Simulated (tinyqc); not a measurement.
Velocity against field: two-valley model of the transferred-electron effect. Computed by tinyqc, a small Python program. Command: `OMP_NUM_THREADS=1 python tinyqc.py 3013660 3013661 out.jsonl gunn walk`. One thread of a shared host (Intel(R) Xeon(R) Processor @ 2.30GHz), about 0.01 s of CPU time with the checks.

Both kinds of valley share one electron temperature T_e, and each has a constant mobility.

Inputs (values chosen for the exercise, modelled on In0.53Ga0.47As): central-valley mass m1 = 0.043 m_0; satellite-valley mass m2 = 0.28 m_0; satellite valleys Z = 4; valley separation dE = 0.52 eV; central-valley mobility mu1 = 10000 cm^2/(V s); satellite-valley mobility mu2 = 190 cm^2/(V s); energy relaxation time tau_E = 1.3 ps; lattice temperature T = 300 K; electric field F = 7.2 kV/cm.

Solver: bisection.

Constants: k_B = 8.617333262e-05 eV/K.

Method. Density-of-states ratio R = Z (m2/m1)^(3/2); n2/n1 = R exp(-dE/(k_B T_e)); mean mobility mu = (mu1 + mu2 n2/n1)/(1 + n2/n1); energy balance e mu F^2 = (3/2) k_B (T_e - T)/tau_E; v = mu F.

low-field mobility = 10000.00 cm^2/(V s)

R = 66.4652

The curve:
```
F (kV/cm)  T_e (K)  share in the satellites (%)  v (1e7 cm/s)  low-field line (1e7 cm/s)
0.72           352                   2.4008e-04        0.7200                      0.720
1.80           625                   4.2108e-01        1.7926                      1.800
3.60          1207                   3.0975e+01        2.5061                      3.600
5.00          1490                   5.3681e+01        2.3670                      5.000
7.20          1847                   7.1693e+01        2.1362                      7.200
10.00         2257                   8.2100e+01        1.9459                     10.000
14.00         2839                   8.8807e+01        1.8033                     14.000
22.00         4132                   9.3913e+01        1.7318                     22.000
36.00         7116                   9.6606e+01        1.8826                     36.000
72.00        20352                   9.8016e+01        2.7691                     72.000
```

v falls between 3.6 and 22 kV/cm, while the share in the slow valleys goes from 31 to 94 %: transfer outruns the rise of the field. With constant mobilities n2/n1 tends to R and v ends on the line (mu1 + R mu2) F/(1 + R), a mobility of 335; real satellites saturate instead. Rows with T_e above 3000 K lie outside the range of a Maxwellian in parabolic valleys.

Extremes, crossings and ranges named in words are read from the listed rows.
